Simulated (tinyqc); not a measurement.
# Planar ballistic transistor, top-of-the-barrier model, step by step

Program tinyqc, `OMP_NUM_THREADS=1 python tinyqc.py 2400085 2400086 out.jsonl`; Intel Xeon 2.30GHz, shared host, one thread, about 0.01 s. Printed values are rounded.

At the top of the source barrier, states moving towards the drain are filled by the source (Fermi level 0) and states moving back by the drain (Fermi level -q Vd); nothing scatters. U is the shift of the band edge there, set by the capacitances CG, CD and CS (the total) and by the charge. Parabolic two-dimensional band; the source is grounded.

Values chosen for this exercise; mass and valleys close to those of germanium: temperature T = 300 K; effective mass m = 0.124 m0; valley degeneracy gv = 4; relative permittivity of the gate insulator eox = 9; insulator thickness tox = 3.3 nm; gate control CG/CS aG = 0.89; drain control CD/CS aD = 0.017; band edge at the barrier top above the source Fermi level at zero bias E0 = 0.22 eV; gate voltage Vg = 0.43 V; drain voltage Vd = 0.1 V.

Constants: q = 1.602176634e-19 C, kB = 1.380649e-23 J/K, hbar = 1.054571817e-34 J s, m0 = 9.1093837015e-31 kg, Vt = kB T/q, eps0 = 8.8541878128e-14 F/cm where lengths are in cm. Results are converted to the units shown.

## Density of states, capacitances and charge at zero bias

N0 = gv m kB T/(pi hbar^2), CG = eps0 eox/tox, vT = sqrt(2 kB T/(pi m)), CS = CG/aG, n0 = n at U = 0 and Vd = 0. eta1 = -(E0 + U)/Vt, eta2 = eta1 - Vd/Vt, n = (N0/2)[F_0(eta1) + F_0(eta2)], F_0(x) = ln(1 + exp x). UL = -(aG Vg + aD Vd).

N0 = 5.356400e12 cm^-2
CG = 2.414778 uF/cm^2
CS = 2.713234 uF/cm^2
n0 = 1.078927e9 cm^-2
UL = -0.3844 eV

## Iteration 1: self-consistent potential at the barrier top

U at the start (U = UL) = -0.3844 eV

eta1 = -(E0 + U)/Vt, eta2 = eta1 - Vd/Vt, n = (N0/2)[F_0(eta1) + F_0(eta2)], F_0(x) = ln(1 + exp x). U(out) = UL + q (n - n0)/CS. Newton step: U(new) = U + (U(out) - U)/(1 + CQ/CS), CQ = (q/Vt) dn/d(eta1) with both F' summed; F_0'(x) = 1/(1 + exp(-x)).

eta1 = 6.359276
eta2 = 2.491103
n = 2.392081e13 cm^-2
U(out) = 1.028071 eV
CQ = 31.89810 uF/cm^2
U after iteration 1 = -0.2736743 eV

## Iteration 2: self-consistent potential at the barrier top

As before.

eta1 = 2.076214
eta2 = -1.791958
n = 6.289696e12 cm^-2
U(out) = -0.01305443 eV
CQ = 17.11936 uF/cm^2
U after iteration 2 = -0.2380197 eV

## Course of the iteration: self-consistent potential at the barrier top

Stop when U changes by less than 1e-9 eV, or after 90 iterations.

Course of the iteration:
```
iteration      U (eV)  |change| (eV)
1          -0.2736743          0.111
2          -0.2380197         0.0357
3          -0.2316012        6.42e-3
4          -0.2313405        2.61e-4
5          -0.2313401        4.40e-7
6          -0.2313401       1.25e-12
```

Converged in 6 iterations. At the end the number of correct digits about doubles with each step.

## Current, mean velocity and share of the gate voltage

converged U = -0.2313401 eV

N0 = gv m kB T/(pi hbar^2), CG = eps0 eox/tox, vT = sqrt(2 kB T/(pi m)), CS = CG/aG, n0 = n at U = 0 and Vd = 0. eta1 = -(E0 + U)/Vt, eta2 = eta1 - Vd/Vt, n = (N0/2)[F_0(eta1) + F_0(eta2)], F_0(x) = ln(1 + exp x). I = q (N0/2) vT [F_(1/2)(eta1) - F_(1/2)(eta2)] per width, F_(1/2)(x) = (2/sqrt(pi)) int_0^infinity u^(1/2)/(1 + exp(u - x)) du. Mean velocity I/(q n). CQ = (q/Vt) dn/d(eta1); the band edge follows the gate as -dU/dVg = aG/(1 + CQ/CS).

eta1 = 0.4386539
n = 2.593099e12 cm^-2
I = 679.5594 uA/um
mean velocity = 1.635678e7 cm/s
CQ = 10.61158 uF/cm^2
-dU/dVg = 0.1812241 eV/V

The carriers from the source are near degeneracy (eta1 = 0.439), and the mean velocity is 1.07 times vT = sqrt(2 kB T/(pi m)) = 1.53e7 cm/s.
